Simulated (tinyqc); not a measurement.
Comparisons within one model: polar nitride quantum well with polarisation fields. A value that a table varies takes the place of the one given here.

Growth along [0001]. e_par = (a_sub - a)/a, Ppz = 2 e_par (e31 - e33 C13/C33), P = Psp + Ppz in each layer; strain relaxation and the strain shift of the gaps are left out, although thick layers with more than about 1 % mismatch would relax.

In a periodic stack without free charge the potential drop over a period vanishes: F_w = (P_b - P_w) Lb/(eps0 (eps_w Lb + eps_b Lw)), F_b = -F_w Lw/Lb, eps0 = 8.8541878e-12 F/m; 1 MV/cm = 1e8 V/m = 0.01 V/angstrom.

Envelope functions on cells of 0.25 angstrom over barrier, well, barrier (widths Lb, Lw, Lb), psi = 0 beyond, psi'/m continuous (mean mass between points), c = hbar^2/2m0. With u(z) the integral of e F (F_w in the well, F_b = -F_w Lw/Lb in the barriers, 1 MV/cm = 0.01 V/angstrom), zero at the centre of the well, the electron sees u plus Vc in the barriers and the hole -u plus Vv. The transition is Eg + E_e + E_h; excitons are left out.

Constants: hbar^2/2m0 = 3.80998211 eV angstrom^2; hc = 1239.841984 eV nm.

Parameters, chosen for this exercise (near those of an InGaN well in GaN; the results hold for these values, not for the real material): a_w = 3.221 angstrom (lattice constant a, well); a_b = 3.189 angstrom (lattice constant a, barrier); a_sub = 3.189 angstrom (in-plane lattice constant of the stack); Psp_w = -0.0316 C/m^2 (spontaneous polarisation); Psp_b = -0.0332 C/m^2 (spontaneous polarisation); e31_w = -0.357 C/m^2; e31_b = -0.351 C/m^2; e33_w = 0.688 C/m^2; e33_b = 0.684 C/m^2; C_w = 0.275 (C13/C33); C_b = 0.265 (C13/C33); eps_w = 10.8 (dielectric constant); eps_b = 10.4 (dielectric constant); Lb = 65 angstrom (barrier width); Eg = 3.078 eV (gap of the well); Vc = 0.246 eV (conduction offset); Vv = 0.116 eV (valence offset); me = 0.188 m0 (electron, well); meb = 0.2 m0 (electron, barrier); mh = 1.88 m0 (hole, everywhere); Ls = (10, 14, 20, 28, 38, 50) angstrom (well widths); Lw = 16 angstrom (well width).

## Width of the well

Field, levels and overlap anew for each width.

Results:
```
Lw (angstrom)  F_w (MV/cm)  E (eV)  E without field (eV)  overlap^2  ln overlap^2
10                  -1.134  3.3056                3.3224      0.634         -0.46
14                  -1.079  3.2481                3.2755      0.602         -0.51
20                  -1.005  3.1765                3.2240      0.472         -0.75
28                  -0.920  3.1010                3.1801      0.266         -1.32
38                  -0.833  3.0269                3.1478     0.0994         -2.31
50                  -0.748  2.9558                3.1256     0.0224         -3.80
```

What does this show, and why?

The red shift grows from 17 to 170 meV. The line drops below Eg between 28 and 38 angstrom, which a square well can never do. Over the last two rows dE/dLw = -5.9 meV per angstrom, against -|e F_w| = -7.5 in the last row; the field itself weakens by 34 % over the table, since a wider well shares the drop with the barrier. The overlap falls by a factor 28.3.

## Screening the field

F_w = -1.0527 MV/cm

Carriers or a semipolar orientation reduce the field; here it is simply scaled in well and barrier.

Results:
```
share of the field  F_w (MV/cm)  E (eV)     nm  overlap^2  separation (angstrom)
1.0                      -1.053  3.2224  384.8       0.57                    9.2
0.8                      -0.842  3.2338  383.4       0.64                    7.7
0.6                      -0.632  3.2432  382.3       0.72                    6.0
0.4                      -0.421  3.2502  381.5       0.78                    4.1
0.2                      -0.211  3.2546  381.0       0.83                    2.1
0.0                       0.000  3.2561  380.8       0.84                    0.0
```

What does this show?

Full screening shifts the line by -4.0 nm (+34 meV). The first fifth of the screening gives 11 meV and the last fifth 1 meV; a purely quadratic shift would give a ratio of 9, a linear one 1, and here it is 7.7.

## What each parameter does

Polarisation, field, levels and overlap anew. Each row changes one parameter from the base and keeps the others.

Results:
```
case                    F_w (MV/cm)  E (eV)  overlap^2  red shift (meV)
base                         -1.053  3.2224       0.57               34
Lw = 21 angstrom             -0.993  3.1660       0.44               51
Lb = 90 angstrom             -1.112  3.2165       0.52               40
a_sub = 3.179 angstrom       -1.057  3.2222       0.57               34
Psp_b = -0.0365 C/m^2        -1.332  3.2047       0.47               51
e33_w = 0.757 C/m^2          -1.085  3.2205       0.56               36
eps_w = 11.9                 -0.973  3.2270       0.60               29
mh = 1.32 m0                 -1.053  3.2308       0.61               33
Vc = 0.209 eV                -1.053  3.2064       0.53               35
```

How do the results move?

The largest shifts from the base row, up to three for each result and ties (the steps differ in size, so this ranks the rows, not the parameters). F_w (MV/cm): Psp_b -0.279, eps_w +0.080, Lw +0.059, Lb -0.059; unchanged at the printed digits by mh and Vc. E (eV): Lw -0.0564, Psp_b -0.0178, Vc -0.0160. overlap^2: Lw -0.122, Psp_b -0.0952, Lb -0.0424; unchanged at the printed digits by a_sub. red shift (meV): Psp_b +18, Lw +18, Lb +6; unchanged at the printed digits by a_sub.

Computed by tinyqc, a small Python program: `OMP_NUM_THREADS=1 python tinyqc.py 1280305 1280306 out.jsonl` (the numbers bound the seed that draws the inputs); one thread of a shared host (Intel(R) Xeon(R) Processor @ 2.30GHz), about 0.07 s for the whole set of steps.
